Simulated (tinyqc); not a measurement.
From results to parameters: Hubbard dimer. Computed by the program tinyqc.

Problem. A two-site Hubbard model with two electrons has its ground state at (U - sqrt(U^2 + 16 t^2))/2, the triplet at 0 and the odd ionic singlet at U. Find t, U and the double occupancy per site.

singlet-triplet splitting = 0.754001 eV
gap from the ground state to the ionic odd singlet = 6.774001 eV

Solution. The difference of the two gaps is U and their product is 4 t^2; the double occupancy per site is (1 - U/sqrt(U^2 + 16 t^2))/4.

t, U (eV): 1.1300  6.0200
double occupancy per site = 0.050
